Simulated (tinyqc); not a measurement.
Schottky barrier on an n-type semiconductor with a surface-enhanced doping, non-linear Poisson equation by Newton steps: Capacitance-voltage profiling.

One dimension, metal at x = 0, donor density C(x) = Nd + N0 exp(-x/Ls). Energies are counted from the electron Fermi level of the semiconductor and the conduction-band edge is Ec = -psi, so n = Nc exp(psi/Vt); holes follow the Fermi level of the metal, at -V, so p = Nv exp((V - psi - Eg)/Vt). Ends: psi(0) = V - phiB and psi = Vt ln(Nd/Nc) deep inside. Boltzmann statistics, full ionisation, no current, no image force in the Poisson equation.

The Poisson equation d/dx(eps0 eps_r dpsi/dx) = -q (p - n + C) is solved on a mesh of about 1000 nodes or more that ends in neutral material. C_s = q d/dV of the integral of n over x, from the linearised equation. Probed depth w = eps0 eps_r/C_s; apparent doping N_app = C_s^3/(q eps0 eps_r dC_s/dV), the derivative by central differences over +/- 0.02 V.

Parameters, values chosen for the exercise; band and dielectric values close to those of gallium phosphide:
- T = 300 K (temperature)
- Eg = 2.3 eV (band gap)
- eps_r = 11.1 (relative permittivity)
- Nc = 1.79e19 cm^-3 (conduction-band density of states at T)
- Nv = 1.91e19 cm^-3 (valence-band density of states at T)
- Nd = 4e15 cm^-3 (donor density deep in the semiconductor)
- phiB = 1.17 eV (barrier height)
- N0 = 2.1e16 cm^-3 (extra donor density at the surface)
- Ls = 450 nm (decay length)

Constants: q = 1.602176634e-19 C, kB = 1.380649e-23 J/K, Vt = kB T/q, eps0 = 8.8541878128e-14 F/cm where lengths are in cm. Results are converted to the units shown.

Capacitance-voltage profiling:

| V (V) | C_s (nF/cm^2) | w (nm) | N_app (cm^-3) | true C(w) (cm^-3) | \|E_0\| (kV/cm) |
|---|---|---|---|---|---|
| 0 | 38.7 | 254 | 1.60e16 | 1.60e16 | 82.5 |
| -0.62 | 28.9 | 340 | 1.39e16 | 1.39e16 | 103 |
| -1.25 | 23.5 | 418 | 1.23e16 | 1.23e16 | 120 |
| -1.88 | 20.0 | 491 | 1.11e16 | 1.11e16 | 134 |
| -2.5 | 17.6 | 560 | 1.01e16 | 1.01e16 | 146 |
| -3.12 | 15.7 | 626 | 9.24e15 | 9.22e15 | 156 |
| -3.75 | 14.2 | 692 | 8.53e15 | 8.51e15 | 166 |
| -4.38 | 13.0 | 757 | 7.92e15 | 7.90e15 | 175 |
| -5 | 12.0 | 820 | 7.41e15 | 7.39e15 | 182 |

C_s falls from 38.7 to 12.0 nF/cm^2 while the probed depth goes from 254 to 820 nm. The apparent doping falls from 1.60e16 to 7.41e15 cm^-3. It departs most from the true doping at that depth for V = -5 V, where it is 0.27 % above it; so the doping is read well over the depths probed.

Program tinyqc, `OMP_NUM_THREADS=1 python tinyqc.py 2020043 2020044 out.jsonl`; Intel Xeon 2.30GHz, shared host, one thread, about 0.1 s.
